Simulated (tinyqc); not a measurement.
Inside a calculation. Method: coherent transport through a tight-binding region between two chains. Computed by tinyqc, a small Python program that keeps every step. Settings: temperature = 4, mu = 0.35. Command: `OMP_NUM_THREADS=1 python tinyqc.py 25128 25129 out.jsonl` (the two numbers bound the seeds that draw the settings). One thread of a shared host (Intel(R) Xeon(R) Processor @ 2.60GHz), about 0.1 s of CPU time with the checks.

## Transmission at E = 0.47 eV

H of the central region (eV), lower triangle:
```
          1         2         3         4         5        6
1   0.00000
2  -1.77000   0.00000
3   0.00000  -0.66000   0.00000
4   0.00000   0.00000  -0.66000   0.00000
5   0.00000   0.00000   0.00000  -0.66000   0.00000
6   0.00000   0.00000   0.00000   0.00000  -0.71000  0.00000
```

Leads: semi-infinite chains with site energy 0:
```
parameter                           value
lead hopping t (eV)              1.780000
coupling to the left lead (eV)   0.300000
coupling to the right lead (eV)  1.340000
left contact site                       1
right contact site                      6
```

E = 0.47000 eV

Surface Green function g = (E - i sqrt(4 t^2 - E^2)) / (2 t^2); self-energy tc^2 g on each contact site; G = (E - H - Sigma)^(-1); Gamma = -2 Im Sigma; T = Gamma_L Gamma_R |G_LR|^2; local density of states -Im G_ii / pi.

g = 0.07417-0.55688i 1/eV

G (1/eV), lower triangle:
```
                   1                  2                  3                  4
1  -0.04546-0.14816i
2   0.57268+0.04007i  -0.14877-0.02671i
3  -0.28589+0.36881i   0.08528-0.08845i   0.70598-0.92610i
4  -0.36909-0.30271i   0.08804+0.08969i   0.92713+0.74794i  -0.74827-0.62231i
5   0.54873-0.15325i  -0.14798+0.02458i  -1.36621+0.39347i   1.12088-0.30478i
6  -0.02014+0.38284i   0.01611-0.09964i   0.04255-0.95574i  -0.04641+0.78024i

                   5                 6
5   0.56800-0.17644i
6  -0.00950+0.40011i  0.04943-0.99016i
```

local density of states (1/eV): 0.04716  0.00850  0.29479  0.19809  0.05616  0.31518

transmission = 0.02946

## Transmission across the band

The same steps on a grid of energies.

T(E):
```
E (eV)             T
-3.3820000  6.55e-09
-3.0438000  8.28e-08
-2.7056000  8.13e-07
-2.3674000  1.18e-05
-2.0292000   0.00102
-1.6910000   0.00170
-1.3528000   0.00332
-1.0146000   0.04659
-0.6764000   0.03227
-0.3382000   0.03466
0.0000000    0.05472
0.3382000    0.03466
0.6764000    0.03227
1.0146000    0.04659
1.3528000    0.00332
1.6910000    0.00170
2.0292000    0.00102
2.3674000   1.18e-05
2.7056000   8.13e-07
3.0438000   8.28e-08
3.3820000   6.55e-09
```

levels of the isolated region (eV): -1.90757  -1.06723  -0.40742  0.40742  1.06723  1.90757

## Current

I = (2e/h) int T(E) [f(E - mu - V/2) - f(E - mu + V/2)] dE at 4 K with mu = 0.35 eV, the bias not changing H; 2e^2/h = 77.48092 microsiemens; the integral runs over the band on 4001 points.

Current:
```
V (volt)  I (microampere)
0.01000           0.02643
0.05000           0.13186
0.10000           0.26433
0.20000           0.53336
0.40000           1.10199
0.80000           2.41517
```
